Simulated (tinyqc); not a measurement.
Elastic strain and critical thickness of a cubic alloy layer A(1-x)B(x) on a thick substrate: one step, computed by the program tinyqc.

Strain is positive in tension. The layer is coherent with the substrate unless said otherwise.

Question. Biaxial strain, stress and energy. (001): D = 2 C12/C11, M = C11 + C12 - 2 C12^2/C11. The free surface carries no normal stress, so e_perp = -D f; dV/V = 2 f + e_perp; stress = M f; energy per area = M f^2 h (1 GPa nm = 1 J/m^2).

Inputs (values chosen for the exercise, modelled on Si(1-x)Ge(x) on Si): layer thickness h = 47 nm.

Growth plane: (001).

elastic constants (GPa): C11 145.632, C12 55.594, C44 71.874

misfit f = -0.02287104

Give: ratio D; normal strain e_perp; volume strain dV/V; biaxial modulus M; in-plane stress; strain energy per area.

Answer.

ratio D = 0.7635

normal strain e_perp = 0.01746

volume strain dV/V = -0.02828

biaxial modulus M = 158.8 GPa

in-plane stress = -3.631 GPa

strain energy per area = 3.904 J/m^2

Caution: above about 2 % misfit, linear elasticity is rough and compressed layers tend to form islands before dislocations.
